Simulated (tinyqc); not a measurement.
Worked calculation: stepped quantum well by finite differences. Values are carried at full precision from step to step, so a last printed digit may differ when a step is redone from the rounded ones.

Finite differences on points z_i at the centres of cells of width h: H_ii = (c/h^2)(1/m_(i-1/2) + 1/m_(i+1/2)) + V_i, H_(i,i+1) = -(c/h^2)/m_(i+1/2), where m_(i+1/2) is the mean of the masses at the two points (the end values are repeated outwards), psi = 0 on the points beyond both ends, c = hbar^2/2m0. The field adds e F (z - z0) with z0 the middle of the structure; 1 kV/cm = 1e-5 eV/angstrom.

Constants: hbar^2/2m0 = 3.80998211 eV angstrom^2.

Inputs chosen for the exercise (near those of an InGaAs well in InP; the results hold for these values, not for the real material):

| symbol | value | unit | meaning |
|---|---|---|---|
| layers | ((136, 0.261, 0.0834), (68, 0, 0.0413), (102, 0.154, 0.0661), (136, 0.261, 0.0834)) |  | each layer: thickness in angstrom, band edge in eV, mass in m0 |
| F | 0 | kV/cm | field along z |
| h | 34 | angstrom | cell width of the coarse grid |
| hf | 2.125 | angstrom | cell width of the fine grid |

## The coarse grid

List the points, the potential with the field, and the masses.

Grid:

| i | z (angstrom) | V (eV) | m (m0) |
|---|---|---|---|
| 1 | 17.0 | 0.2610 | 0.0834 |
| 2 | 51.0 | 0.2610 | 0.0834 |
| 3 | 85.0 | 0.2610 | 0.0834 |
| 4 | 119.0 | 0.2610 | 0.0834 |
| 5 | 153.0 | 0.0000 | 0.0413 |
| 6 | 187.0 | 0.0000 | 0.0413 |
| 7 | 221.0 | 0.1540 | 0.0661 |
| 8 | 255.0 | 0.1540 | 0.0661 |
| 9 | 289.0 | 0.1540 | 0.0661 |
| 10 | 323.0 | 0.2610 | 0.0834 |
| 11 | 357.0 | 0.2610 | 0.0834 |
| 12 | 391.0 | 0.2610 | 0.0834 |
| 13 | 425.0 | 0.2610 | 0.0834 |

## The tridiagonal Hamiltonian

Form the diagonal and the neighbouring elements; V in the grid already includes the field.

diagonal H_ii (eV): 0.3400  0.3400  0.3400  0.3534  0.1327  0.1412  0.2652  0.2537  0.2480  0.3446  0.3400  0.3400  0.3400

H_(i,i+1) (eV): -0.0395  -0.0395  -0.0395  -0.0529  -0.0798  -0.0614  -0.0499  -0.0499  -0.0441  -0.0395  -0.0395  -0.0395

## Lowest levels on the coarse grid

Diagonalise the symmetric tridiagonal matrix; give the three lowest levels and the weights u_i^2 (sum 1) of the two lowest.

levels (eV): 0.0435  0.1699  0.1986

weights on the points:
```
             1      2      3      4      5      6      7      8      9     10     11     12
level 1  0.000  0.000  0.000  0.014  0.470  0.472  0.041  0.003  0.000  0.000  0.000  0.000
level 2  0.000  0.000  0.001  0.021  0.230  0.103  0.224  0.261  0.148  0.011  0.001  0.000

            13
level 1  0.000
level 2  0.000
```

## Halving the cell width

The same with h, h/2, ..., h/32. The end points move with h, since psi vanishes half a cell beyond the structure. Richardson value (4 E(h/32) - E(h/16))/3.

Convergence:

| cell (angstrom) | points | E1 (eV) | E2 (eV) | E1 - finest (meV) |
|---|---|---|---|---|
| 34.0000 | 13 | 0.04352 | 0.16993 | -14.827 |
| 17.0000 | 26 | 0.05359 | 0.17781 | -4.765 |
| 8.5000 | 52 | 0.05708 | 0.17922 | -1.271 |
| 4.2500 | 104 | 0.05804 | 0.17956 | -0.309 |
| 2.1250 | 208 | 0.05829 | 0.17965 | -0.062 |
| 1.0625 | 416 | 0.05835 | 0.17967 | 0.000 |

Richardson values of E1, E2 (eV): 0.05837  0.17968

The coarse grid is 14.8 meV too low in E1. The last differences between rows shrink by a factor 4.0 (4 for a pure h^2 error, 2 for one linear in h).

## Positions and dipoles on the fine grid

With h sum psi^2 = 1: <z - z0> of three levels, |z_12| and |z_13|, the mass m1 from 1/m1 = <1|1/m|1>, and f_1j = (m1/c)(E_j - E_1) z_1j^2.

levels (eV): 0.0583  0.1796  0.2291

<z - z0> (angstrom): -47.4  25.5  -0.9

|z_12|, |z_13| (angstrom): 15.97  15.97

m1 = 0.0439 m0

f_12, f_13: 0.357  0.502

Parity is broken, so the 1-3 transition is allowed, with 1.4 times the strength of 1-2. E2 - E1 = 121.4 meV, a wavelength of 10.2 micrometre (hc = 1239.841984 eV nm).

## Checks

- E1 at zero field on the grid h/32 against transfer matrices between the same hard ends, eV: 0.0583 against 0.0584.

Run: tinyqc, `OMP_NUM_THREADS=1 python tinyqc.py 1252222 1252223 out.jsonl`; Intel(R) Xeon(R) Processor @ 2.30GHz, one thread, shared host; about 0.02 s of CPU time with all checks.
